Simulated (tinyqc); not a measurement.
# Abrupt p-n junction, non-linear Poisson equation by Newton steps: two studies

One dimension, p side on the left, n side on the right; net doping C = -Na for x < 0 and +Nd for x > 0. The potential psi is counted from the intrinsic level, and the quasi-Fermi potentials are flat: 0 for holes and -V for electrons, so n = ni exp((psi + V)/Vt) and p = ni exp(-psi/Vt) (Boltzmann statistics, full ionisation, no current). Under reverse bias this makes the minority densities vanishingly small everywhere; they play no part in the charge.

Inputs (values chosen for the exercise); band and dielectric values those of a made-up semiconductor:
- T = 325 K (temperature)
- Eg = 3.17 eV (band gap)
- eps_r = 11.4 (relative permittivity)
- Nc = 2.03e18 cm^-3 (conduction-band density of states at T)
- Nv = 6.21e19 cm^-3 (valence-band density of states at T)
- Na = 2.2e15 cm^-3 (acceptor density of the p side)
- Nd = 4.9e17 cm^-3 (donor density of the n side)
- V = -6.4 V (bias of the p side against the n side)

Constants: q = 1.602176634e-19 C, kB = 1.380649e-23 J/K, Vt = kB T/q, eps0 = 8.8541878128e-14 F/cm where lengths are in cm. Results are converted to the units shown.

Each table varies one quantity; the others keep the values above.

## Capacitance and field against bias

The Poisson equation d/dx(eps0 eps_r dpsi/dx) = -q (p - n + C) is solved on a mesh of more than 1000 nodes that ends in neutral material (psi_p = -Vt ln(Na/ni), psi_n = Vt ln(Nd/ni) - V). C_j = q d/dV of the integral of p over x, from the linearised equation. ni = sqrt(Nc Nv) exp(-Eg/(2 Vt)), Eg in volts. Depletion approximation: Vbi = Vt ln(Na Nd/ni^2), W = sqrt(2 eps0 eps_r (Vbi - V)(1/Na + 1/Nd)/q), xp = W Nd/(Na + Nd), xn = W Na/(Na + Nd), peak field 2 (Vbi - V)/W, capacitance eps0 eps_r/W. The last column applies it to an abrupt Na-Nd junction.

Capacitance and field against bias:
```
V (V)  peak |E| (kV/cm)  C_j (nF/cm^2)  1/C_j^2 (cm^4/uF^2)  eps0 eps_r/C_j (nm)  abrupt depletion C (nF/cm^2)
0.43              52.35          8.716              1.316e4                 1158                         8.567
-0.06             54.76          7.917              1.595e4                 1275                         7.810
-0.55             57.12          7.305              1.874e4                 1382                         7.224
-1.05             59.48          6.808              2.158e4                 1483                         6.745
-1.54             61.76          6.408              2.435e4                 1575                         6.356
-2.03             63.99          6.071              2.713e4                 1663                         6.028
-2.52             66.17          5.783              2.991e4                 1746                         5.746
-3.02             68.37          5.527              3.274e4                 1826                         5.496
-3.51             70.48          5.307              3.551e4                 1902                         5.280
-4                72.55          5.111              3.828e4                 1975                         5.087
```

What does the comparison show?

With V going from 0.43 to -4 V, C_j falls from 8.72 to 5.11 nF/cm^2 and the peak field rises from 52.4 to 72.5 kV/cm. The slope of 1/C_j^2, read as N = 2/(q eps0 eps_r |slope|), gives 2.17e15 cm^-3 between the first two rows and 2.19e15 cm^-3 between the last two, against Na Nd/(Na + Nd) = 2.19e15 cm^-3; the slopes of all rows agree within 0.6 %, as for uniform doping at both edges. At the end C_j goes as (Vbi - V)^(-0.51) with Vbi = 2.84 V, and it is 0.47 % above the abrupt depletion formula (at the first row 1.7 % above it).

## Convergence with the mesh

Uniform meshes of N intervals over 4127.5 nm, nodes at x_i = (i - j - 1/2) h, i = 0..N, so that the junction lies midway between nodes j and j + 1; end nodes fixed at psi_p and psi_n; box-integrated Poisson equation eps0 eps_r (psi_(i+1) - 2 psi_i + psi_(i-1))/h + q h (p - n + C) = 0. The peak field is the largest (psi_(i+1) - psi_i)/h; LD = sqrt(eps0 eps_r Vt/(q N)) of the heavier side. Errors are against E_j. Exact first integral for an abrupt junction with thick neutral sides: psi_p = -Vt ln(Na/ni), psi_n = Vt ln(Nd/ni) - V, psi_j = (Nd psi_n + Na psi_p - Vt (Nd - Na))/(Na + Nd) at the junction, n_j = ni exp((psi_j + V)/Vt), p_j = ni exp(-psi_j/Vt), and E_j^2 = (2 q/(eps0 eps_r)) [Nd (psi_n - psi_j - Vt) + Vt (n_j + p_j)] (minority densities of the neutral sides neglected).

Result of one run:
```
N    h (nm)   h/LD    j  peak field (kV/cm)  error (%)
160   25.80  4.299  157               79.80      -2.93
```

What becomes of these results when the number of intervals N is changed from 160 to 80, all else the same?

Result of the changed run:
```
N   h (nm)   h/LD   j  peak field (kV/cm)  error (%)
80   51.59  8.598  78               79.30      -3.53
```

The whole series:
```
N     h (nm)    h/LD     j  peak field (kV/cm)  error (%)
80     51.59   8.598    78               79.30      -3.53
160    25.80   4.299   157               79.80      -2.93
320    12.90   2.149   315               80.80      -1.70
640    6.449   1.075   631               81.73     -0.580
1280   3.225  0.5374  1262               82.07     -0.160
```

The error goes from -3.5 % at N = 80 to -0.16 % at N = 1280. Over the last doubling it shrinks by a factor of 3.6, close to the 4 of a second-order scheme. It first drops below 1 % at N = 640, where h is 1.1 Debye lengths.

Numbers from tinyqc (`OMP_NUM_THREADS=1 python tinyqc.py 2000093 2000094 out.jsonl`; about 0.05 s on one thread of a shared Intel Xeon 2.30GHz).
